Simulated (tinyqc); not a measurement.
One electron in a tunnel-coupled double dot: charge qubit, sensing and quantum capacitance: two steps of the calculation.

Basis (left, right), H = [[ep/2, tc], [tc, -ep/2]], splitting Om = sqrt(ep^2 + 4 tc^2), ep = al times the gate voltage. In equilibrium the electron is on the right with the chance P_R = [1 + (ep/Om) tanh(Om/2 kB T)]/2.

Inputs (values chosen for the exercise):
- tc = 17 ueV (tunnel coupling)
- T = 0.21 K (electron temperature)
- se = 4.4 ueV (deviation of quasi-static detuning noise)
- ep = 68 ueV (detuning)

Constants: q = 1.602176634e-19 C, kB = 1.380649e-23 J/K, hbar = 1.054571817e-34 J s, h = 6.62607015e-34 J s, Vt = kB T/q. Results are converted to the units shown.

Problem 1. Splitting and occupation. Also the frequency Om/h, the mixing angle arctan2(2 tc, ep) and the weight of the right dot in the ground state, (1 + ep/Om)/2.

Give: Om; Om/h; mixing angle; ground-state weight; kB T; P_R.

Solution 1.

Om = 76.026 ueV
Om/h = 18.383 GHz
mixing angle = 26.565 degree
ground-state weight = 0.94721
kB T = 18.096 ueV
P_R = 0.93401

Problem 2. Dephasing by charge noise. Noise in ep shifts Om by (ep/Om) d + (2 tc^2/Om^3) d^2. For Gaussian d of deviation se the spread of Om is sqrt[(ep se/Om)^2 + 2 (2 tc^2 se^2/Om^3)^2], and T2* is estimated as sqrt(2) hbar/spread; Om T2*/h counts the oscillations within T2*.

Give: first-order spread; second-order spread; T2*; oscillations within T2*.

Solution 2.

first-order spread = 3.935 ueV
second-order spread = 0.03601 ueV
T2* = 0.2365 ns
oscillations within T2* = 4.348

At ep = 0 the first-order term vanishes and T2* would be 2.31 ns.

tinyqc, about 0.01 s, one thread, Intel Xeon 2.30GHz (shared host): `OMP_NUM_THREADS=1 python tinyqc.py 2470030 2470031 out.jsonl`
